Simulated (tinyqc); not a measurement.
# From junction depth x_j back to time t

Model: concentration-dependent dopant diffusion with charged defects and the built-in field. Computed by tinyqc, a small Python program. Command: `OMP_NUM_THREADS=1 python tinyqc.py 3011143 3011144 out.jsonl extrinsic inv`. One thread of a shared host (Intel(R) Xeon(R) Processor @ 2.30GHz), about 2 s of CPU time with the checks.

A constant source C_s feeds a half space. The dopant moves through neutral point defects and through charged ones, whose number grows with the majority carrier density n.

Inputs (values chosen for the exercise, modelled on boron in silicon):

| quantity | value | unit |
|---|---|---|
| neutral prefactor D0x | 0.0568 | cm^2/s |
| neutral activation energy E0 | 3.48 | eV |
| singly charged prefactor D01 | 0.883 | cm^2/s |
| activation energy E1 | 3.5 | eV |
| surface concentration C_s | 1.1e+20 | 1/cm^3 |
| junction level C_B | 1.4e+16 | 1/cm^3 |
| temperature T | 1100 | C |

Field enhancement: off.

Constants: k_B = 8.617333262e-05 eV/K.

Method:
- n_i = 3.87e16 T^1.5 exp(-7014/T) per cm^3 (T in kelvin, an empirical form); each D = prefactor x exp(-E/(k_B T)); the intrinsic diffusivity D_i is their sum.
- Temperatures in kelvin are T(C) + 273.15.
- n = C/2 + sqrt(C^2/4 + n_i^2); D(C) = h [Dx + D1 (n/n_i)], h = 1.
- With y = x/sqrt(D_s t), u = C/C_s and q = -(D/D_s) du/dy: du/dy = -q D_s/D, dq/dy = -(y/2) q D_s/D, u(0) = 1. The surface flux q(0) is shot so that u tends to 0 (LSODA, an adaptive multistep solver, relative tolerance 1e-10). Dose Q = 2 q(0) C_s sqrt(D_s t).
- The junction lies where C = C_B.

Problem. A run gave the result below. Find the time t, known to lie between 46 and 78 s.

junction depth x_j = 209.7525 nm

Solution.

Each step takes the trial c = (a f_b - b f_a)/(f_b - f_a), f being the result less the target and a, b, c the logarithms of the listed values; c replaces end b, the old b replaces a if the sign of f changed, and otherwise f_a is halved.

Scan of the range:

| time t (s) | junction depth x_j (nm) |
|---|---|
| 46.0 | 173.116 |
| 50.2 | 180.847 |
| 54.9 | 189.123 |
| 59.9 | 197.548 |
| 65.4 | 206.418 |
| 71.4 | 215.679 |
| 78.0 | 225.427 |

False position (Illinois rule, in the logarithm of the input) inside the bracket:

| step | end a | end b | trial | junction depth x_j (nm) |
|---|---|---|---|---|
| 1 | 65.4000 | 71.4000 | 67.4999 | 209.706 |
| 2 | 71.4000 | 67.4999 | 67.5296 | 209.752 |
| 3 | 71.4000 | 67.5296 | 67.5304 | 209.753 |
| 4 | 67.5296 | 67.5304 | 67.5300 | 209.752 |

Junction depth x_j rises at every point of a 13-point scan of the range (every second point is shown), so one value fits; it is bracketed by 65.4 and 71.4. The scan shows a pure power law with exponent 0.5000, so scaling from any one row also gives the answer directly. Answer: time t = 67.53 s.

Caution: the built-in field is switched off although C_s exceeds n_i; with it D_s would be larger by the factor 1 + C_s/sqrt(C_s^2 + 4 n_i^2). Caution: at such concentrations dopants can cluster or exceed their solubility; the active fraction and the diffusivity then fall below the model.
